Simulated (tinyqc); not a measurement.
# p-n heterojunction, non-linear Poisson equation by Newton steps, Fermi-Dirac statistics: two studies

One dimension, material 1 (p-type) at x < 0 and material 2 (n-type) at x > 0. Band edges: Ec = -psi in material 1 and -psi + dEc in material 2, Ev = Ec - Eg. Flat quasi-Fermi levels: 0 for holes, +V for electrons. n = Nc F((EFn - Ec)/Vt), p = Nv F((Ev - EFp)/Vt), with F(eta) = F_1/2(eta) = (2/sqrt(pi)) int_0^infinity sqrt(u) du/(1 + exp(u - eta)) (Fermi-Dirac statistics); full ionisation, no interface charge, classical densities; the doping types are chosen for the exercise.

Parameters, values chosen for the exercise; band and dielectric values close to those of InGaP and GaAs:

| symbol | value | unit | meaning |
|---|---|---|---|
| T | 250 | K | temperature |
| Eg1 | 1.89 | eV | band gap of material 1 |
| er1 | 11.6 |  | relative permittivity of material 1 |
| Nc1 | 6.96e17 | cm^-3 | conduction-band density of states of material 1 |
| Nv1 | 1.14e19 | cm^-3 | valence-band density of states of material 1 |
| Eg2 | 1.4 | eV | band gap of material 2 |
| er2 | 12.7 |  | relative permittivity of material 2 |
| Nc2 | 3.32e17 | cm^-3 | conduction-band density of states of material 2 |
| Nv2 | 6.76e18 | cm^-3 | valence-band density of states of material 2 |
| dEc | -0.14 | eV | conduction-band offset Ec2 - Ec1 |
| N1 | 5.2e15 | cm^-3 | acceptor density of material 1 |
| N2 | 1e17 | cm^-3 | donor density of material 2 |
| V | -2.3 | V | bias of side 1 against side 2 |

Constants: q = 1.602176634e-19 C, kB = 1.380649e-23 J/K, Vt = kB T/q, eps0 = 8.8541878128e-14 F/cm where lengths are in cm. Results are converted to the units shown.

Each table varies one quantity; the others keep the values above.

## Effect of the conduction-band offset Ec2 - Ec1

Exact first integral: on each side D^2/(2 eps0 er) = G, G = q [Vt (nI_j - nI_b) + Vt (pI_j - pI_b) - C (psi_j - psi_b)], with C = -N1 or +N2, b the neutral end of that side, and nI, pI the densities with F_1/2 replaced by F_3/2(eta) = (4/(3 sqrt(pi))) int_0^infinity u^(3/2) du/(1 + exp(u - eta)). D is continuous, so er1 G1(psi_j) = er2 G2(psi_j) fixes psi_j. Ends from Nv1 F((-psi_L - Eg1)/Vt) = N1 and Nc2 F((V + psi_R - dEc)/Vt) = N2. D is counted positive when psi rises towards material 2. Depletion (Anderson) capacitance C^2 = q eps0 er1 er2 N1 N2/(2 (er1 N1 + er2 N2)(psi_R - psi_L)). -dD/dV is the change of the displacement at the interface with both quasi-Fermi levels flat; it is the terminal capacitance only while neither side holds an inversion layer. n_j and p_j are densities at the interface.

Results:

| dEc (eV) | psi_R - psi_L (V) | psi_j - psi_L (V) | psi_R - psi_j (V) | D/q (cm^-2) | n_j in 1 (cm^-3) | p_j in 2 (cm^-3) | -dD/dV (nF/cm^2) | depletion C (nF/cm^2) |
|---|---|---|---|---|---|---|---|---|
| -0.44 | 3.561 | 3.379 | 0.1821 | 4.731e11 | 6.699e4 | 2.442e-52 | 10.78 | 10.71 |
| -0.36 | 3.641 | 3.455 | 0.1858 | 4.784e11 | 2.321e6 | 2.890e-52 | 10.66 | 10.59 |
| -0.29 | 3.711 | 3.522 | 0.1889 | 4.831e11 | 5.161e7 | 3.349e-52 | 10.55 | 10.49 |
| -0.22 | 3.781 | 3.589 | 0.1921 | 4.877e11 | 1.148e9 | 3.881e-52 | 10.46 | 10.39 |
| -0.14 | 3.861 | 3.665 | 0.1957 | 4.929e11 | 3.977e10 | 4.593e-52 | 10.35 | 10.29 |
| -0.07 | 3.931 | 3.732 | 0.1989 | 4.974e11 | 8.844e11 | 5.322e-52 | 10.25 | 10.19 |
| 0.09 | 4.091 | 3.884 | 0.2064 | 5.078e11 | 1.051e15 | 7.521e-52 | 9.950 | 9.992 |
| 0.16 | 4.161 | 3.948 | 0.2130 | 5.169e11 | 1.967e16 | 1.026e-51 | 8.419 | 9.908 |

Estimate the missing row, dEc = 0.01 eV.

Computed row:

| dEc (eV) | psi_R - psi_L (V) | psi_j - psi_L (V) | psi_R - psi_j (V) | D/q (cm^-2) | n_j in 1 (cm^-3) | p_j in 2 (cm^-3) | -dD/dV (nF/cm^2) | depletion C (nF/cm^2) |
|---|---|---|---|---|---|---|---|---|
| 0.01 | 4.011 | 3.808 | 0.2025 | 5.025e11 | 3.063e13 | 6.299e-52 | 10.14 | 10.09 |

With this row back in the table: As dEc goes from -0.44 to 0.16, the total bending rises from 3.56 to 4.16 V and the sheet charge D/q rises from 4.73e11 to 5.17e11 cm^-2; the share of the bending in material 1 stays near 94.9 %. The alignment is staggered for dEc = 0.01, 0.09, 0.16 eV. The capacitance departs most from the depletion formula at dEc = 0.16, where it is 15 % below it, and there the electrons at the interface in material 1 outnumber its acceptors: an inversion layer has formed.

## Effect of the donor density of material 2

Same model as above.

Effect of the donor density of material 2:

| N2 (cm^-3) | psi_R - psi_L (V) | psi_j - psi_L (V) | psi_R - psi_j (V) | D/q (cm^-2) | n_j in 1 (cm^-3) | p_j in 2 (cm^-3) | -dD/dV (nF/cm^2) | depletion C (nF/cm^2) |
|---|---|---|---|---|---|---|---|---|
| 5e15 | 3.794 | 1.945 | 1.849 | 3.581e11 | 8.492e-25 | 2.150e-17 | 7.648 | 7.605 |
| 1e16 | 3.809 | 2.575 | 1.234 | 4.126e11 | 4.179e-12 | 4.371e-30 | 8.777 | 8.727 |
| 2e16 | 3.824 | 3.077 | 0.7473 | 4.513e11 | 0.05541 | 3.296e-40 | 9.563 | 9.508 |
| 4.1e16 | 3.840 | 3.424 | 0.4162 | 4.763e11 | 5.513e5 | 3.313e-47 | 10.05 | 9.992 |
| 8.2e16 | 3.856 | 3.625 | 0.2312 | 4.901e11 | 6.169e9 | 2.960e-51 | 10.30 | 10.24 |
| 1.6e17 | 3.872 | 3.739 | 0.1337 | 4.978e11 | 1.209e12 | 1.510e-53 | 10.42 | 10.36 |
| 3.3e17 | 3.892 | 3.813 | 0.07905 | 5.027e11 | 3.755e13 | 4.864e-55 | 10.47 | 10.41 |
| 6.6e17 | 3.914 | 3.861 | 0.05304 | 5.060e11 | 3.520e14 | 5.187e-56 | 10.46 | 10.42 |

What does the table show?

As N2 goes from 5e15 to 6.6e17, the total bending rises from 3.79 to 3.91 V and the sheet charge D/q rises from 3.58e11 to 5.06e11 cm^-2; the share of the bending in material 1 rises from 51.3 to 98.6 %. The capacitance departs most from the depletion formula at N2 = 1.6e17, where it is 0.58 % above it.

Computed by the program tinyqc: `OMP_NUM_THREADS=1 python tinyqc.py 2040121 2040122 out.jsonl`, one thread of a shared Intel Xeon 2.30GHz, about 0.5 s for the whole run.
